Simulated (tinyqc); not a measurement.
Inside a calculation. Model: charge pumping in an n-channel transistor.

Program tinyqc, `OMP_NUM_THREADS=1 python tinyqc.py 2030111 2030112 out.jsonl`; Intel Xeon 2.30GHz, shared host, one thread, about 0.01 s. Printed values are rounded.

The gate is pulsed from accumulation to inversion and back. Energies E are counted from the intrinsic level; Dit(E) = D0 [1 + b (2 E/Eg)^2]. During each edge the traps near the bands emit their carriers, and those between Eh and Ee recombine once a cycle.

Parameters, values chosen for the exercise; band and dielectric values close to those of silicon: temperature T = 300 K; band gap Eg = 1.14 eV; conduction-band density of states at 300 K Nc = 2.81e19 cm^-3; valence-band density of states at 300 K Nv = 2.66e19 cm^-3; gate area A = 0.13 um^2; trap density at midgap D0 = 1.2e11 cm^-2 eV^-1; rise of the trap density towards the band edges b = 0; cross-section for electrons sn = 1.4e-15 cm^2; cross-section for holes sp = 2.4e-16 cm^2; thermal velocity at 300 K, one nominal value for electrons and holes vth = 1.7e7 cm/s; Vth - Vfb dV = 1.03 V; pulse height Va = 2.7 V; frequency f = 25000 Hz; rise time tr = 440 ns; fall time tf = 2000 ns.

Constants: q = 1.602176634e-19 C, kB = 1.380649e-23 J/K, Vt = kB T/q. Results are converted to the units shown.

Range of the model: The Fermi levels of inversion and accumulation are taken to lie beyond Ee and Eh, the flat tops to fill all traps, and no geometric current is added.

## Emission levels

ni = sqrt(Nc Nv) exp(-Eg/(2 Vt)), Eg in volts; emission times te = (dV/Va) tf and th = (dV/Va) tr; Ee = -Vt ln(vth sn ni te), Eh = +Vt ln(vth sp ni th).

ni = 7.26466e9 cm^-3
te = 762.963 ns
th = 167.852 ns
Ee = 0.230945 eV
Eh = -0.315680 eV

The window covers 47.9 % of the gap.

## Pumped charge and current

Nit = integral of Dit from Eh to Ee = D0 [Ee - Eh + 4 b (Ee^3 - Eh^3)/(3 Eg^2)], Qcp = q A Nit, Icp = f Qcp.

Nit = 6.55950e10 cm^-2
mean Dit = 1.2e11 cm^-2 eV^-1
traps pumped a cycle = 85.2736
Icp = 0.341558 pA
